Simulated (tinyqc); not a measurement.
Worked calculation: Pariser-Parr-Pople SCF with singles CI, for the molecule c1ccc2[nH]ccc2c1 (SMILES; centres numbered as the heavy atoms are written). One step of it, computed by the program tinyqc.

Question. Iteration 1: Fock matrix. F_rr = H_rr + P_rr gamma_rr / 2 + sum_(s != r) P_ss gamma_rs; F_rs = H_rs - P_rs gamma_rs / 2; E = tr P (H + F) / 2 + core repulsion sum_(r<s) z_r z_s gamma_rs.

P at the start, lower triangle:
```
,1C,2C,3C,4C,5N,6C,7C,8C,9C
1C,0.223693
2C,0.304349,0.457175
3C,0.451643,0.726888,1.244315
4C,-0.145935,-0.105304,0.199459,1.935083
5N,0.047376,0.008018,-0.063983,0.021104,1.969526
6C,-0.077853,0.033520,0.137469,-0.040609,0.152413,1.151531
7C,-0.072302,-0.015675,0.029374,-0.032209,-0.148263,0.925055,0.877201
8C,0.089697,-0.049541,-0.181458,0.089987,0.000781,-0.131706,0.297184,1.763928
9C,0.240545,0.263380,0.333761,-0.205476,0.089209,-0.230225,-0.107329,0.509140,0.377547
```

core matrix H (eV), lower triangle:
```
,1C,2C,3C,4C,5N,6C,7C,8C,9C
1C,-54.697783
2C,-2.330000,-55.043965
3C,0.000000,-2.330000,-59.352361
4C,0.000000,0.000000,-2.330000,-69.013730
5N,0.000000,0.000000,0.000000,-2.190000,-69.824222
6C,0.000000,0.000000,0.000000,0.000000,-2.190000,-59.753646
7C,0.000000,0.000000,0.000000,0.000000,0.000000,-2.330000,-59.043408
8C,0.000000,0.000000,0.000000,-2.330000,0.000000,0.000000,-2.330000,-66.056970
9C,-2.330000,0.000000,0.000000,0.000000,0.000000,0.000000,0.000000,-2.330000,-57.870417
```

repulsion gamma_rs (eV), lower triangle:
```
,1C,2C,3C,4C,5N,6C,7C,8C,9C
1C,11.130000
2C,7.553862,11.130000
3C,5.238761,7.552439,11.130000
4C,4.668310,5.239019,7.554960,11.130000
5N,3.344402,3.673456,5.221088,8.279310,16.800000
6C,2.994014,2.994014,3.722468,5.520570,8.282514,11.130000
7C,3.602572,3.290647,3.773491,5.518787,5.783982,7.554514,11.130000
8C,5.239019,4.668310,5.239602,7.553862,5.784282,5.520570,7.552082,11.130000
9C,7.552439,5.238761,4.668463,5.239602,3.855186,3.722468,5.023351,7.554960,11.130000
```

Centres (angstrom, eV; a flat drawing with bonds scaled to 1.40 angstrom):
```
centre,x,y,core charge z,W,gamma_rr
1C,2.152000,-0.700000,1,11.160000,11.130000
2C,2.152000,0.700000,1,11.160000,11.130000
3C,0.939000,1.400000,1,11.160000,11.130000
4C,-0.273000,0.700000,1,11.160000,11.130000
5N,-1.605000,1.133000,2,25.600000,16.800000
6C,-2.427000,0.000000,1,11.160000,11.130000
7C,-1.605000,-1.133000,1,11.160000,11.130000
8C,-0.273000,-0.700000,1,11.160000,11.130000
9C,0.939000,-1.400000,1,11.160000,11.130000
```

Give: F; pi energy.

Answer.

F (eV), lower triangle:
```
,1C,2C,3C,4C,5N,6C,7C,8C,9C
1C,-9.1598
2C,-3.4795,-7.4928
3C,-1.1830,-5.0749,-4.2990
4C,0.3406,0.2758,-3.0835,-2.5976
5N,-0.0792,-0.0147,0.1670,-2.2774,-2.0650
6C,0.1165,-0.0502,-0.2559,0.1121,-2.8212,-1.9094
7C,0.1302,0.0258,-0.0554,0.0889,0.4288,-5.8242,-1.1679
8C,-0.2350,0.1156,0.4754,-2.6699,-0.0023,0.3635,-3.4522,-4.5710
9C,-3.2384,-0.6899,-0.7791,0.5383,-0.1720,0.4285,0.2696,-4.2533,-6.1245
```

pi energy = -122.5064 eV
